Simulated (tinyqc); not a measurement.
# Free and trapped electrons in a MOS channel with a dense trap tail, step by step

Computed by the program tinyqc: `OMP_NUM_THREADS=1 python tinyqc.py 2222116 2222117 out.jsonl`, one thread of a shared Intel Xeon 2.30GHz, about 0.02 s for the whole run. Printed values are rounded.

p-type body, charge-sheet picture, full ionisation (an idealisation for deep acceptors), Boltzmann statistics for free electrons. e = Ec - EF at the surface. Acceptor-like traps of density D(E) = D0 + De exp(-E/Ew) at depth E below Ec, from 0 to Eu, hold n_t = integral of D(E)/(1 + exp((e - E)/Vt)). psi = Eg - Vt ln(Nv/Na) - e; N_dep = sqrt(2 eps0 eps_r Na (psi - Vt)/q); n_f = sqrt(N_dep^2 + 2 eps0 eps_r Vt Nc exp(-e/Vt)/q) - N_dep; Vg = Vfb + psi + q (N_dep + n_t + n_f)/Cox, Cox = eps0 eox/tox.

Inputs (values chosen for the exercise); band and dielectric values close to those of 4H silicon carbide:
```
symbol,value,unit,meaning
T,300,K,temperature
Eg,3.27,eV,band gap
eps_r,9.63,,relative permittivity
Nc,1.69e19,cm^-3,conduction-band density of states at T
Nv,2.48e19,cm^-3,valence-band density of states at T
eox,3.9,,relative permittivity of the insulator
tox,48,nm,insulator thickness
Na,5.1e16,cm^-3,acceptor density
Vfb,-2.06,V,flat-band voltage without trapped charge
D0,1.7e10,cm^-2 eV^-1,constant background density of acceptor-like traps
De,7.8e12,cm^-2 eV^-1,density of the tail at the conduction edge
Ew,0.07,eV,decay energy of the tail
Eu,0.79,eV,depth below Ec down to which the traps reach
mf,210,cm^2/(V s),mobility of free electrons
e,0.084,eV,Ec - EF at the surface
```

Constants: q = 1.602176634e-19 C, kB = 1.380649e-23 J/K, Vt = kB T/q, eps0 = 8.8541878128e-14 F/cm where lengths are in cm. Results are converted to the units shown.

## Trapped charge

Trapezoid rule on 13 equal steps from 0 to Eu, f = 1/(1 + exp((e - E)/Vt)).

```
point     E (eV)  D(E) f (cm^-2 eV^-1)
0              0            2.91991e11
1      0.0607692            9.52189e11
2       0.121538            1.12730e12
3       0.182308            5.80834e11
4       0.243077            2.58550e11
5       0.303846            1.18594e11
6       0.364615            5.96514e10
7       0.425385            3.49027e10
8       0.486154            2.45144e10
9       0.546923            2.01541e10
10      0.607692            1.83239e10
11      0.668462            1.75557e10
12      0.729231            1.72332e10
13          0.79            1.70979e10
```

n_t = 2.05664e11 cm^-2

With 1600 steps n_t = 2.079e11 cm^-2; the coarse value is 1.1 % below it.

## Charges and gate voltage

psi, N_dep, n_f and Vg as defined, with the n_t given; free share n_f/(n_f + n_t); apparent mobility mf n_f/(n_f + n_t); gate voltage spent on traps q n_t/Cox.

psi = 3.02606 V
N_dep = 1.27617e12 cm^-2
n_f = 6.88401e10 cm^-2
Vg = 4.41955 V
free share = 25.0780 %
apparent mobility = 52.6638 cm^2/(V s)
gate voltage spent on traps = 0.458033 V
